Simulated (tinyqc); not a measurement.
Comparisons within one model: free-carrier optics of a doped semiconductor (Drude model). A value that a table varies takes the place of the one given here.

eps(E) = ei [1 - Ep^2/(E^2 + i E Gam)], with Ep^2 = 8 pi c (e^2/(4 pi eps0)) N/(m ei), c = hbar^2/2m0, N in 1/angstrom^3 (1e-24 per 1/cm^3); Gam = hbar/tau, tau = mu m m0/e with m0/e = 5.685630e-12 kg/C and mu in m^2/(V s). Energies in meV.

n + i k = sqrt(eps1 + i eps2) with k >= 0; R = ((n - 1)^2 + k^2)/((n + 1)^2 + k^2) at normal incidence from vacuum; alpha = 2 E k/(hbar c), times 1e8 for 1/cm; loss function Im(-1/eps) = eps2/(eps1^2 + eps2^2).

Constants: hbar^2/2m0 = 3.80998211 eV angstrom^2; e^2/(4 pi eps0) = 14.39964547 eV angstrom; hbar = 6.58211957e-16 eV s; hbar c = 1973.269805 eV angstrom.

Inputs chosen for the exercise (mass and dielectric values near those of Si; N and mu are free inputs; interband absorption and the rise of the mass with filling are left out; shifted at random, so the results belong to these values and not to a real crystal):
- N = 2.8e+18 1/cm^3 (carrier density)
- m = 0.286 m0 (conductivity mass)
- mu = 130 cm^2/(V s) (mobility)
- ei = 11.71 (high-frequency dielectric constant)
- E = 54.2 meV (photon energy)

## Reflectance across the plasma edge

Spectrum:

| E (meV) | eps1 | eps2 | R | alpha (1/cm) |
|---|---|---|---|---|
| 3.4 | -2.05 | 126.01 | 0.779 | 2.76e+03 |
| 10.2 | -0.86 | 38.38 | 0.639 | 4.58e+03 |
| 17.0 | 0.98 | 19.65 | 0.526 | 5.27e+03 |
| 23.8 | 2.92 | 11.50 | 0.406 | 5.10e+03 |
| 28.9 | 4.23 | 8.06 | 0.323 | 4.57e+03 |
| 34.0 | 5.36 | 5.82 | 0.267 | 3.89e+03 |
| 37.3 | 5.99 | 4.77 | 0.247 | 3.45e+03 |
| 42.4 | 6.83 | 3.58 | 0.235 | 2.85e+03 |
| 50.9 | 7.92 | 2.32 | 0.239 | 2.10e+03 |
| 67.9 | 9.29 | 1.11 | 0.258 | 1.25e+03 |
| 101.9 | 10.52 | 0.36 | 0.280 | 578 |
| 169.8 | 11.26 | 0.08 | 0.292 | 213 |

Ep = 34.0 meV and Gam = 31.1 meV. R is 0.779 at the lowest energy and lowest, 0.235, at 42.4 meV of those listed; without damping it would vanish at Ep sqrt(ei/(ei - 1)) = 35.5 meV. At the highest energy R is 0.292, against 0.300 for ei alone. Between the last two rows alpha goes as E^-1.96, where the Drude limit far above Ep and Gam is E^-2.

## Free-carrier absorption and index change in the near infrared

At the wavelengths listed E = hc/lambda (hc = 1239.841984 eV nm). Approximate forms: alpha = ei Ep^2 Gam/(E^2 sqrt(ei) hbar c) and dn = -sqrt(ei) Ep^2/(2 E^2).

Free carriers:

| lambda (micrometre) | E (meV) | alpha (1/cm) | alpha, approximate | dn | dn, approximate |
|---|---|---|---|---|---|
| 1.31 | 946.4 | 6.95 | 6.95 | -0.00220 | -0.00220 |
| 1.55 | 799.9 | 9.72 | 9.73 | -0.00308 | -0.00308 |
| 2.00 | 619.9 | 16.2 | 16.2 | -0.00512 | -0.00513 |
| 3.00 | 413.3 | 36.4 | 36.4 | -0.0115 | -0.0115 |
| 5.00 | 248.0 | 101 | 101 | -0.0317 | -0.0321 |
| 8.00 | 155.0 | 255 | 259 | -0.0798 | -0.0821 |
| 10.60 | 117.0 | 443 | 455 | -0.137 | -0.144 |

At 1.55 micrometre alpha = 9.72 1/cm and dn = -0.00308; a phase shift of pi needs a length lambda/(2 |dn|) = 252 micrometre, over which the loss is 1.06 dB. The approximate alpha is within 5 % up to 10.6 micrometre of the wavelengths listed; it needs photon energies well above both Ep and Gam, which lie at 36.5 and 39.8 micrometre. Interband and intervalley absorption are left out; with a realistic dc mobility the Drude form tends to understate the near-infrared absorption of Si.

## What moves the optical constants

At the energy E. Each row changes one parameter from the base and keeps the others.

Results:

| case | Ep (meV) | Gam (meV) | R | alpha (1/cm) |
|---|---|---|---|---|
| base | 33.95 | 31.14 | 0.2424 | 1.88e+03 |
| N = 4.2e+18 1/cm^3 | 41.58 | 31.14 | 0.2192 | 3.12e+03 |
| m = 0.3432 m0 | 30.99 | 25.95 | 0.2459 | 1.39e+03 |
| mu = 78 cm^2/(V s) | 33.95 | 51.90 | 0.2654 | 2.05e+03 |
| ei = 12.3 | 33.13 | 31.14 | 0.2542 | 1.82e+03 |
| E = 65 meV | 33.95 | 31.14 | 0.2551 | 1.36e+03 |

The largest shifts from the base row, up to three for each result and ties (the steps differ in size, so this ranks the rows, not the parameters). Ep (meV): N +7.63, m -2.96, ei -0.82; unchanged at the printed digits by mu and E. Gam (meV): mu +20.76, m -5.19; unchanged at the printed digits by N, ei and E. R: N -0.0232, mu +0.0230, E +0.0127. alpha (1/cm): N +1.24e+03, E -529, m -492.

Run: tinyqc, `OMP_NUM_THREADS=1 python tinyqc.py 1680716 1680717 out.jsonl`; Intel(R) Xeon(R) Processor @ 2.30GHz, one thread, shared host; about 0.01 s of CPU time with all checks.
